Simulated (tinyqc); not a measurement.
Schottky emission and Poole-Frenkel conduction in an insulator, and how to tell them apart: activation energy against field.

Schottky emission (electrode-limited): J = As T^2 exp[-(pb - b sqrt(F))/Vt], b = sqrt(q/(4 pi eps0 ei)). Poole-Frenkel emission (bulk-limited): J = s0 F exp[-(pt - 2 b sqrt(F))/Vt]. F in V/cm.

The activation energy is -d ln J/d(q/kB T) at fixed F.

Inputs (values chosen for the exercise); dielectric values close to those of silicon nitride:
```
symbol  value          unit                               meaning
T         350             K                           temperature
ei       3.97                high-frequency relative permittivity
pt       1.21            eV                            trap depth
s0          7          S/cm               Poole-Frenkel prefactor
pb       1.08            eV                     electrode barrier
As         71  A/(cm^2 K^2)                   Richardson constant
```

Constants: q = 1.602176634e-19 C, kB = 1.380649e-23 J/K, Vt = kB T/q, eps0 = 8.8541878128e-14 F/cm where lengths are in cm. Results are converted to the units shown.

Result of one run:
```
sqrt(F) ((V/cm)^0.5),"J, Schottky (A/cm^2)",its Ea (eV),"J, Poole-Frenkel (A/cm^2)",its Ea (eV)
1808,2.224e-4,0.7959,0.7153,0.5212
```

Which field F gave this result: 1.43, 2.04, 2.66 or 3.27 MV/cm?

F = 3.27 MV/cm.

The whole series:
```
F (MV/cm),sqrt(F) ((V/cm)^0.5),"J, Schottky (A/cm^2)",its Ea (eV),"J, Poole-Frenkel (A/cm^2)",its Ea (eV)
0.2,447.2,4.116e-8,1.055,1.499e-9,1.040
0.81,900.0,7.181e-7,0.9689,1.848e-6,0.8672
1.43,1196,4.650e-6,0.9126,1.368e-4,0.7545
2.04,1428,2.018e-5,0.8683,0.003675,0.6660
2.66,1631,7.257e-5,0.8297,0.06195,0.5888
3.27,1808,2.224e-4,0.7959,0.7153,0.5212
3.89,1972,6.264e-4,0.7647,6.751,0.4587
4.5,2121,0.001605,0.7363,51.28,0.4020
```

Both activation energies fall linearly in sqrt(F), the Poole-Frenkel one twice as fast (1.04 to 0.402 eV against 1.06 to 0.736 eV). They extrapolate to pt = 1.21 eV and to pb + 2 kB T = 1.14 eV, the 2 kB T coming from the T^2. The smaller current changes from one mechanism to the other between F = 0.2 and 0.81 MV/cm. For F = 2.04, 2.66, 3.27, 3.89, 4.5 a Fowler-Nordheim estimate for tunnelling through pb with a mass of 0.4 m0 exceeds the Schottky current, so tunnelling, left out here, would compete. For F = 2.66, 3.27, 3.89, 4.5 a Fowler-Nordheim estimate for tunnelling through pb with a mass of 0.4 m0 exceeds the Poole-Frenkel current, so tunnelling, left out here, would compete.

tinyqc, about 0.01 s, one thread, Intel Xeon 2.30GHz (shared host): `OMP_NUM_THREADS=1 python tinyqc.py 2370047 2370048 out.jsonl`
